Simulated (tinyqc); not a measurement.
Current of a Schottky diode by thermionic-emission-diffusion theory, and its read-back from I-V-T and C-V data. From one set of inputs to another, one input at a time. Computed by tinyqc, a small Python program. Command: `OMP_NUM_THREADS=1 python tinyqc.py 3009592 3009593 out.jsonl schottky ladder`. One thread of a shared host (Intel(R) Xeon(R) Processor @ 2.30GHz), about 0.01 s of CPU time with the checks.

Full ionisation, no tunnelling, no recombination current. V is the voltage across the junction itself, forward positive.

The inputs printed are set A. Set A is modelled on n-type amorphous oxide; the values taken over come from a set modelled on n-type GaN. Inputs not listed in the table keep their values of set A, so the rows need not describe a real material.

Inputs (values chosen for the exercise, modelled on n-type amorphous oxide):
```
quantity                                     value           unit
Richardson constant A*                        39.4   A/(cm^2 K^2)
effective density of states at 300 K, N_c  4.8e+18         1/cm^3
permittivity eps                                10              -
mobility mu                                     11     cm^2/(V s)
barrier without image force phi_0 (mean)     0.832             eV
doping N                                   1.7e+16         1/cm^3
series resistance R_s                           18  milliohm cm^2
junction voltage V                            0.43              V
temperature T                                  200              K
standard deviation sigma                        50            meV
relative change of sigma^2 with bias, rho     0.21            1/V
```

Barrier: Gaussian spread of heights.

Constants: k_B = 8.617333262e-05 eV/K; e = 1.602176634e-19 C; eps_0 = 8.8541878128e-12 F/m.

Method:
- N_c(T) = N_c (T/300 K)^(3/2); V_bi = phi_0 - (k_B T/e) ln(N_c(T)/N); surface field F = sqrt(2 e N (V_bi - V - k_B T/e)/(eps eps_0)); image lowering d_phi = sqrt(e F/(4 pi eps eps_0)); effective barrier phi = phi_0 - d_phi - sigma^2 (1 - rho V)/(2 k_B T).
- Collection velocity v_R = A* T^2/(e N_c(T)); diffusion velocity v_D = mu F; J = e N_c(T) v_R/(1 + v_R/v_D) exp(-phi/k_B T) [exp(e V/k_B T) - 1].
- Terminal voltage V + J R_s.
- Ideality n = (e/k_B T)/(d ln J/dV) by a central difference of +/- 1 mV; J_0 = J exp(-e V/(n k_B T)); apparent barrier phi_IV = k_B T ln(A* T^2/J_0); a C-V plot gives phi_CV = phi_0, the mean without lowering.

Each row keeps all changes above it:
```
input moved                                       from       to  current density J (A/cm^2)  apparent barrier phi_IV (eV)  image lowering (meV)
set A                                                -        -                   2.523e-03                         0.752                 24.83
barrier without image force phi_0 (mean) (eV)    0.832     1.14                   7.875e-11                         1.060                 29.65
junction voltage V (V)                            0.43     0.25                   3.366e-15                         1.062                 31.64
mobility mu (cm^2/(V s))                            11      910                   1.882e-14                         1.034                 31.64
permittivity eps                                    10      9.7                   1.965e-14                         1.033                 32.38
doping N (1/cm^3)                              1.7e+16  1.5e+16                   1.845e-14                         1.034                 31.36
standard deviation sigma (meV)                      50       43                   6.533e-15                         1.053                 31.36
Richardson constant A* (A/(cm^2 K^2))             39.4     25.4                   4.302e-15                         1.053                 31.36
```

Current density J goes from 0.00252 to 4.30e-15, a factor 1.70e-12 in all. The largest single move comes from barrier without image force phi_0 (mean) (a factor 3.12e-8). Apparent barrier phi_IV goes from 0.752 to 1.05, a factor 1.40 in all. The largest single move comes from barrier without image force phi_0 (mean) (a factor 1.41). Image lowering goes from 24.8 to 31.4, a factor 1.26 in all. The largest single move comes from barrier without image force phi_0 (mean) (a factor 1.19), and doping N works against it (a factor 0.969). The single moves hold for this order of the switches; the total does not depend on the order.

Caution (rows junction voltage V, mobility mu, permittivity eps, doping N, standard deviation sigma, Richardson constant A*): leakage and recombination would swamp a current this small.

Extremes, crossings and ranges named in words are read from the listed rows.
